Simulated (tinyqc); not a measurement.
UHF in the 6-31g basis, for H4+, spin multiplicity 2, step by step. One step of it, computed by the program tinyqc.

Question. Iteration 1: diagonalisation and new density. Diagonalise F' = X^T F X, C = X C', fill 2 alpha and 1 beta electrons from the bottom; D(s) = C_occ C_occ^T. Each column has its largest component positive (the first on a tie).

F(alpha) (hartree), order 1H 1s, 1H 2s, 2H 1s, 2H 2s, 3H 1s, 3H 2s, 4H 1s, 4H 2s:
$$\begin{pmatrix}
-0.183218 & -0.490570 & -0.159510 & -0.254342 & 0.013611 & -0.038347 & 0.017749 & 0.022883 \\
-0.490570 & -0.420127 & -0.291314 & -0.326677 & -0.033807 & -0.111932 & 0.022907 & 0.020833 \\
-0.159510 & -0.291314 & -0.112380 & -0.577336 & -0.323155 & -0.392361 & 0.013666 & -0.033838 \\
-0.254342 & -0.326677 & -0.577336 & -0.520604 & -0.392340 & -0.417009 & -0.038417 & -0.112050 \\
0.013611 & -0.033807 & -0.323155 & -0.392340 & -0.112160 & -0.577261 & -0.159900 & -0.291638 \\
-0.038347 & -0.111932 & -0.392361 & -0.417009 & -0.577261 & -0.520608 & -0.254711 & -0.326965 \\
0.017749 & 0.022907 & 0.013666 & -0.038417 & -0.159900 & -0.254711 & -0.183160 & -0.490708 \\
0.022883 & 0.020833 & -0.033838 & -0.112050 & -0.291638 & -0.326965 & -0.490708 & -0.420244
\end{pmatrix}$$

F(beta) (hartree), order 1H 1s, 1H 2s, 2H 1s, 2H 2s, 3H 1s, 3H 2s, 4H 1s, 4H 2s:
$$\begin{pmatrix}
-0.053610 & -0.370448 & -0.089497 & -0.177004 & -0.018978 & -0.048367 & -0.001726 & -0.005431 \\
-0.370448 & -0.284505 & -0.180054 & -0.220949 & -0.082522 & -0.126100 & -0.005438 & -0.020601 \\
-0.089497 & -0.180054 & 0.097228 & -0.438708 & -0.385542 & -0.399099 & -0.019041 & -0.082675 \\
-0.177004 & -0.220949 & -0.438708 & -0.400366 & -0.399154 & -0.391613 & -0.048492 & -0.126293 \\
-0.018978 & -0.082522 & -0.385542 & -0.399154 & 0.097009 & -0.438888 & -0.089768 & -0.180344 \\
-0.048367 & -0.126100 & -0.399099 & -0.391613 & -0.438888 & -0.400488 & -0.177193 & -0.221142 \\
-0.001726 & -0.005438 & -0.019041 & -0.048492 & -0.089768 & -0.177193 & -0.053016 & -0.370160 \\
-0.005431 & -0.020601 & -0.082675 & -0.126293 & -0.180344 & -0.221142 & -0.370160 & -0.284262
\end{pmatrix}$$

X, order 1H 1s, 1H 2s, 2H 1s, 2H 2s, 3H 1s, 3H 2s, 4H 1s, 4H 2s:
$$\begin{pmatrix}
-0.265378 & -0.654443 & 0.809956 & 0.554871 & 0.286444 & 0.411468 & 0.333338 & 0.099727 \\
0.912382 & 0.936417 & -0.757729 & -0.377843 & 0.040942 & 0.324984 & 0.361511 & 0.162539 \\
0.653360 & 0.529299 & 0.400048 & 0.732164 & -0.662960 & -0.238450 & 0.118462 & 0.217131 \\
-2.173550 & -0.660070 & -0.296416 & -0.499823 & -0.217100 & -0.138030 & 0.146743 & 0.305958 \\
-0.653725 & 0.528632 & -0.400628 & 0.731956 & 0.663253 & -0.238079 & -0.118318 & 0.217191 \\
2.174397 & -0.659412 & 0.296799 & -0.499592 & 0.217113 & -0.137749 & -0.146556 & 0.306034 \\
0.265327 & -0.654644 & -0.809828 & 0.554699 & -0.286847 & 0.411514 & -0.333118 & 0.099894 \\
-0.913231 & 0.936745 & 0.757483 & -0.377630 & -0.041107 & 0.325042 & -0.361232 & 0.162766
\end{pmatrix}$$

Give: F' = X^T F X; orbital energies; coefficients C; F' = X^T F X; orbital energies; coefficients C; D(alpha) after iteration 1; D(beta) after iteration 1.

Answer.

F' = X^T F X (alpha) (hartree):
$$\begin{pmatrix}
0.6982 & 0.0001 & 0.1569 & -0.0001 & -0.4812 & -0.0001 & 0.0571 & 0.0000 \\
0.0001 & 0.7346 & 0.0001 & 0.1321 & 0.0000 & -0.2079 & 0.0000 & -0.0091 \\
0.1569 & 0.0001 & 0.7301 & -0.0002 & -0.1165 & 0.0000 & 0.0893 & 0.0001 \\
-0.0001 & 0.1321 & -0.0002 & 0.7762 & -0.0001 & -0.0138 & 0.0001 & -0.0722 \\
-0.4812 & 0.0000 & -0.1165 & -0.0001 & 0.2318 & -0.0002 & 0.0771 & 0.0000 \\
-0.0001 & -0.2079 & 0.0000 & -0.0138 & -0.0002 & -0.3000 & 0.0001 & 0.0017 \\
0.0571 & 0.0000 & 0.0893 & 0.0001 & 0.0771 & 0.0001 & -0.5778 & 0.0000 \\
0.0000 & -0.0091 & 0.0001 & -0.0722 & 0.0000 & 0.0017 & 0.0000 & -0.7110
\end{pmatrix}$$

orbital energies (alpha) (hartree): MO1 -0.7145, MO2 -0.6014, MO3 -0.3403, MO4 -0.0523, MO5 0.6328, MO6 0.6446, MO7 0.9100, MO8 1.1033

coefficients C (alpha), order 1H 1s, 1H 2s, 2H 1s, 2H 2s, 3H 1s, 3H 2s, 4H 1s, 4H 2s:
$$\begin{pmatrix}
0.1245 & 0.2519 & 0.2735 & 0.1597 & -0.9216 & 0.8894 & -0.1109 & 0.0550 \\
0.1451 & 0.3166 & 0.5026 & 0.5748 & 1.0151 & -0.8643 & 0.3289 & 0.3176 \\
0.2534 & 0.1307 & -0.1401 & -0.1914 & 0.0612 & 0.1020 & 0.9092 & 0.9911 \\
0.2806 & 0.3970 & -0.2563 & -1.2879 & -0.5731 & 0.0743 & -0.8049 & -1.6542 \\
0.2535 & -0.1304 & -0.1398 & 0.1917 & -0.0637 & 0.1000 & 0.9081 & -0.9923 \\
0.2808 & -0.3966 & -0.2551 & 1.2887 & 0.5710 & 0.0898 & -0.8035 & 1.6554 \\
0.1248 & -0.2520 & 0.2730 & -0.1599 & 0.8975 & 0.9137 & -0.1112 & -0.0553 \\
0.1453 & -0.3166 & 0.5018 & -0.5762 & -0.9918 & -0.8911 & 0.3290 & -0.3178
\end{pmatrix}$$

F' = X^T F X (beta) (hartree):
$$\begin{pmatrix}
0.7332 & 0.0001 & 0.1638 & -0.0001 & -0.4630 & 0.0000 & 0.0028 & 0.0000 \\
0.0001 & 0.7563 & 0.0002 & 0.1408 & 0.0000 & -0.2323 & 0.0001 & 0.0092 \\
0.1638 & 0.0002 & 0.7622 & -0.0002 & -0.1428 & -0.0001 & 0.1251 & 0.0000 \\
-0.0001 & 0.1408 & -0.0002 & 0.8176 & -0.0001 & -0.0131 & 0.0000 & -0.0300 \\
-0.4630 & 0.0000 & -0.1428 & -0.0001 & 0.4740 & 0.0000 & -0.0749 & -0.0001 \\
0.0000 & -0.2323 & -0.0001 & -0.0131 & 0.0000 & -0.2196 & -0.0003 & 0.0226 \\
0.0028 & 0.0001 & 0.1251 & 0.0000 & -0.0749 & -0.0003 & -0.3188 & -0.0001 \\
0.0000 & 0.0092 & 0.0000 & -0.0300 & -0.0001 & 0.0226 & -0.0001 & -0.5831
\end{pmatrix}$$

orbital energies (beta) (hartree): MO1 -0.5857, MO2 -0.3402, MO3 -0.2705, MO4 0.1288, MO5 0.6620, MO6 0.6735, MO7 0.9538, MO8 1.2000

coefficients C (beta), order 1H 1s, 1H 2s, 2H 1s, 2H 2s, 3H 1s, 3H 2s, 4H 1s, 4H 2s:
$$\begin{pmatrix}
0.0959 & 0.2577 & 0.2539 & 0.0696 & -0.9375 & 0.8929 & -0.1061 & 0.0512 \\
0.1085 & 0.4981 & 0.5396 & 0.4976 & 0.9959 & -0.8449 & 0.3167 & 0.2936 \\
0.2392 & 0.0423 & -0.1086 & -0.1315 & 0.0563 & 0.0952 & 0.9177 & 1.0091 \\
0.3184 & 0.0236 & -0.2489 & -1.4979 & -0.5449 & 0.0741 & -0.7918 & -1.5303 \\
0.2393 & -0.0430 & -0.1083 & 0.1316 & -0.0598 & 0.0927 & 0.9173 & -1.0095 \\
0.3186 & -0.0251 & -0.2485 & 1.4982 & 0.5416 & 0.0951 & -0.7921 & 1.5308 \\
0.0960 & -0.2557 & 0.2555 & -0.0695 & 0.9019 & 0.9289 & -0.1063 & -0.0515 \\
0.1084 & -0.4945 & 0.5432 & -0.4986 & -0.9621 & -0.8830 & 0.3171 & -0.2936
\end{pmatrix}$$

D(alpha) after iteration 1, order 1H 1s, 1H 2s, 2H 1s, 2H 2s, 3H 1s, 3H 2s, 4H 1s, 4H 2s:
$$\begin{pmatrix}
0.0790 & 0.0978 & 0.0645 & 0.1350 & -0.0013 & -0.0649 & -0.0479 & -0.0617 \\
0.0978 & 0.1213 & 0.0782 & 0.1664 & -0.0045 & -0.0848 & -0.0617 & -0.0792 \\
0.0645 & 0.0782 & 0.0813 & 0.1230 & 0.0472 & 0.0193 & -0.0013 & -0.0046 \\
0.1350 & 0.1664 & 0.1230 & 0.2364 & 0.0194 & -0.0787 & -0.0650 & -0.0849 \\
-0.0013 & -0.0045 & 0.0472 & 0.0194 & 0.0813 & 0.1229 & 0.0645 & 0.0781 \\
-0.0649 & -0.0848 & 0.0193 & -0.0787 & 0.1229 & 0.2361 & 0.1350 & 0.1664 \\
-0.0479 & -0.0617 & -0.0013 & -0.0650 & 0.0645 & 0.1350 & 0.0791 & 0.0979 \\
-0.0617 & -0.0792 & -0.0046 & -0.0849 & 0.0781 & 0.1664 & 0.0979 & 0.1214
\end{pmatrix}$$

D(beta) after iteration 1, order 1H 1s, 1H 2s, 2H 1s, 2H 2s, 3H 1s, 3H 2s, 4H 1s, 4H 2s:
$$\begin{pmatrix}
0.0092 & 0.0104 & 0.0229 & 0.0305 & 0.0230 & 0.0306 & 0.0092 & 0.0104 \\
0.0104 & 0.0118 & 0.0259 & 0.0345 & 0.0260 & 0.0346 & 0.0104 & 0.0118 \\
0.0229 & 0.0259 & 0.0572 & 0.0761 & 0.0572 & 0.0762 & 0.0230 & 0.0259 \\
0.0305 & 0.0345 & 0.0761 & 0.1014 & 0.0762 & 0.1014 & 0.0306 & 0.0345 \\
0.0230 & 0.0260 & 0.0572 & 0.0762 & 0.0573 & 0.0762 & 0.0230 & 0.0259 \\
0.0306 & 0.0346 & 0.0762 & 0.1014 & 0.0762 & 0.1015 & 0.0306 & 0.0345 \\
0.0092 & 0.0104 & 0.0230 & 0.0306 & 0.0230 & 0.0306 & 0.0092 & 0.0104 \\
0.0104 & 0.0118 & 0.0259 & 0.0345 & 0.0259 & 0.0345 & 0.0104 & 0.0118
\end{pmatrix}$$
